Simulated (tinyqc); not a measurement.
Changing the Stoner parameter I: Stoner model of a band magnet at zero temperature. Computed by tinyqc, a small Python program. Command: `OMP_NUM_THREADS=1 python tinyqc.py 3007347 3007348 out.jsonl stoner sweep`. One thread of a shared host (Intel(R) Xeon(R) Processor @ 2.30GHz), about 0.04 s of CPU time with the checks.

Five orbitals per spin share one band; u = (E - E_bottom)/W runs from 0 to 1, and the states per spin, atom and energy are g = 5 d(u)/W with d = (8/pi) sqrt(u (1 - u)). N(u) is the integral of d from 0. The moment m = n_up - n_down (electrons per atom) moves the fillings to n +/- m/10; the energy is E(m) = E_band(m) - I m^2/4.

Inputs (values chosen for the exercise, for a model d band):
```
quantity                    value  unit
band width W                  3.1    eV
filling n per spin orbital   0.52     -
start moment m0               0.4  mu_B
largest number of steps       600     -
```

Density of states: semi-elliptic.

Method. Solve N(u_F) = n; g_F = 5 d(u_F)/W; the Stoner product is I g_F. Split the bands by Delta = I m, find the common Fermi level that keeps 10 n electrons, and read m(out) = 5 [N(u + Delta/(2W)) - N(u - Delta/(2W))], N clipped to 0 and 1. Start from m0 (at most 0.9 m_max, m_max = 10 min(n, 1 - n)); stop when m changes by less than 1e-8; moments under 1e-5 count as 0.

One run for each value:
```
Stoner parameter I (eV)  moment m (mu_B)  Stoner product I g_F
0.386                             0.0000                0.7923
0.476                             0.0000                0.9770
0.565                             4.6075                1.1597
0.655                             4.8000                1.3445
0.745                             4.8000                1.5292
0.835                             4.8000                1.7139
0.924                             4.8000                1.8966
1.010                             4.8000                2.0731
1.100                             4.8000                2.2579
1.190                             4.8000                2.4426
```

Over the rows, moment m (mu_B) rises from 0 to 4.80, flat over part of the range; Stoner product I g_F rises from 0.792 to 2.44 (exponent d ln y / d ln x about 1.0 throughout). The moment appears between I = 0.476 and 0.565 eV, where I g_F goes from 0.98 to 1.16.

Extremes, crossings and ranges named in words are read from the listed rows.
